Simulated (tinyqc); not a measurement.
A barrier in a uniform field, exact transmission by Airy functions: two steps of the calculation.

The left lead has its band edge at 0, the barrier edge falls as U(x) = U0 - F x with F = V/d for 0 < x < d, and the right lead has its edge at -V. No transverse momentum; C = hbar^2/(2 m0); psi and psi'/m are continuous. M carries (psi, psi'/m) across the barrier.

Parameters, values chosen for the exercise; masses and offsets close to those of InGaAs wells and InP barriers; the mass of the right lead is set freely:

| symbol | value | unit | meaning |
|---|---|---|---|
| U0 | 0.24 | eV | barrier edge at x = 0 |
| m1 | 0.079 | m0 | mass in the barrier |
| E | 0.128 | eV | electron energy |
| d | 15 | nm | barrier width |
| V | 0.051 | V | voltage across the barrier |

Constants: q = 1.602176634e-19 C, hbar = 1.054571817e-34 J s, m0 = 9.1093837015e-31 kg, hbar^2/(2 m0) = 0.0380998212 eV nm^2. Results are converted to the units shown.

Problem 1. Transfer matrix. With a = Ai, a' = Ai', b = Bi, b' = Bi' at z1 (left edge) and z2 (right edge): M11 = pi (a2 b1' - b2 a1'), M12 = (pi/s)(b2 a1 - a2 b1), M21 = pi s (a2' b1' - b2' a1'), M22 = pi (b2' a1 - a2' b1).

Airy functions:
```
              Ai            Ai'         Bi        Bi'
z1  4.4813805e-6  -1.1433738e-5  14139.959  34952.912
z2  0.0029003025  -0.0055731501  29.713937  52.653010
```

s = -2.4271723 1/nm

Give: M (M12 in nm, M21 in 1/nm).

Solution 1.

M (M12 in nm, M21 in 1/nm):
```
       1      2
1  318.5  53.08
2   1485  247.6
```

Problem 2. Transmission, exact and WKB. With M acting on (psi, psi'/m) and v = k/m in each lead, T(E) = 4 vL vR/[(vL vR M12 - M21)^2 + (vR M11 + vL M22)^2]. WKB: exp(-S), S = (4/(3 F)) sqrt(m1/C) [max(U0 - E, 0)^1.5 - max(U0 - F d - E, 0)^1.5].

M (M12 in nm, M21 in 1/nm):
```
           1          2
1  318.47693  53.081027
2  1485.3652  247.57117
```

vL = 9.1646001 1/nm
vR = 9.3275625 1/nm

Find: T(E); S; exp(-S); ratio T(E)/exp(-S).

Solution 2.

T(E) = 9.2997e-6
S = 12.658
exp(-S) = 3.1807e-6
ratio T(E)/exp(-S) = 2.9238

Numbers from tinyqc (`OMP_NUM_THREADS=1 python tinyqc.py 2580112 2580113 out.jsonl`; about 0.01 s on one thread of a shared Intel Xeon 2.30GHz).
